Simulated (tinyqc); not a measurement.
Inside a calculation. Model: Deal-Grove kinetics of thermal oxidation of silicon. Computed by tinyqc, a small Python program that keeps every step. Command: `OMP_NUM_THREADS=1 python tinyqc.py 3001534 3001535 out.jsonl oxide walk`. One thread of a shared host (Intel(R) Xeon(R) Processor @ 2.30GHz), about 0.06 s of CPU time with the checks. Intermediate numbers are printed to about 6 digits and carried at full precision; extremes and crossings named in words are read from the listed rows.

Oxidant diffuses through the oxide and reacts at the interface, so that dx/dt = B/(A + 2x) for the oxide thickness x.

Inputs (values chosen for the exercise, close to those used for silicon): prefactor B0 = 801 um^2/h; activation energy E_B = 1.25 eV; prefactor (B/A)0 = 3.49e+06 um/h; activation energy E_A = 1.99 eV; temperature T = 1175 C; oxidant pressure p = 0.1 atm; pressure exponent m of B/A = 0.75; initial oxide x_i = 0.005 um; time t = 0.26 h; ratio c of the extra rate to B/A = 2.8; decay length L = 0.01 um.

Ambient: dry oxygen. Surface: (100). Extension: thin-film term.

Constants: k_B = 8.617333262e-05 eV/K.

## Rate constants

B = B0 p exp(-E_B/(k_B T)), B/A = (B/A)0 p^m exp(-E_A/(k_B T)), p in atm; A = B/(B/A). Temperatures in kelvin are T(C) + 273.15.

parabolic constant B = 0.00357640 um^2/h

linear constant B/A = 0.0736764 um/h

length A = 0.0485420 um

Reaction at the interface limits growth while x is well below A/2 = 0.0243 um, diffusion once x is well above it.

## Thickness after the oxidation

tau = (x_i^2 + A x_i)/B and x = (A/2) [sqrt(1 + 4 B (t + tau)/A^2) - 1], the root of x^2 + A x = B (t + tau). Silicon consumed is 0.44 times the oxide grown; the rate is B/(A + 2x).

tau = 0.0748546 h

oxide thickness x = 0.0179978 um

silicon consumed = 0.00571905 um

final growth rate = 0.0423054 um/h

2x/A = 0.742: reaction and diffusion both resist, diffusion with a share 2x/(A + 2x) = 0.43.

## Full law against its linear and parabolic limits

Linear limit x = (B/A)(t + tau); parabolic limit x = sqrt(B (t + tau)).

Thickness (um):
```
t (h)      full  linear limit  parabolic limit     2x/A
0.05   0.007910       0.00920         0.021131   0.3259
0.1    0.010578       0.01288         0.025007   0.4358
0.25   0.017573       0.02393         0.034085   0.7240
0.5    0.027158       0.04235         0.045342   1.1190
1      0.042311       0.07919         0.062001   1.7433
2      0.065225       0.15287         0.086142   2.6874
4      0.098865       0.30022         0.120720   4.0734
8      0.147391       0.59493         0.169938   6.0727
16     0.216725       1.18434         0.239771   8.9294
32     0.315290       2.36316         0.338692  12.9904
```

Both limits lie above the full result, since each drops one resistance. The linear law overshoots by 16 % in the first row and 650 % in the last, the parabolic law by 170 % and 7.4 %. The better limit switches between 0.5 and 1 h; both give the same value where B (t + tau) = A^2, at 2x/A = sqrt5 - 1 = 1.24.

## A single trial Runge-Kutta step of the thin-film equation

With f(x) = B/(A + 2x) + c (B/A) exp(-x/L) and h = L/(4 f(x_i)): k1 = f(x_i), k2 = f(x_i + h k1/2), k3 = f(x_i + h k2/2), k4 = f(x_i + h k3), x = x_i + h (k1 + 2 k2 + 2 k3 + k4)/6.

step h = 0.0134254 h

k1 to k4 (um/h): [0.186215, 0.169010, 0.170515, 0.156182]

x after the step = 0.00728555 um

## Thickness with the thin-film term

Thin-film (Massoud) form: dx/dt = B/(A + 2x) + c (B/A) exp(-x/L), integrated from x_i by fourth-order Runge-Kutta in 2000 steps, the i-th of length (2 i - 1) t/2000^2.

thickness with the thin-film term = 0.0267243 um

The extra term adds 8.73 nm to the Deal-Grove value.

## What the thin-film term adds

The formulas are those given above.

Thickness:
```
t (h)  Deal-Grove (um)  with the term (um)  difference (nm)
0.02          0.006197            0.008275          2.07781
0.05          0.007910            0.012063          4.15356
0.1           0.010578            0.016799          6.22163
0.3           0.019657            0.028620          8.96232
1             0.042311            0.050986          8.67495
3             0.083367            0.089365          5.99743
10            0.167095            0.170543          3.44849
30            0.304589            0.306607          2.01859
```

The gain reaches at most 8.96 nm among these rows, at 0.3 h, and then shrinks, because the thicker film grows more slowly once diffusion matters. If the base rate kept its starting value B/(A + 2 x_i), the gain would level off at L ln(1 + c (1 + 2 x_i/A) exp(-x_i/L)) = 11.1 nm.

Checks made by the program: closed form against Runge-Kutta integration of dx/dt (relative difference below 1e-10).
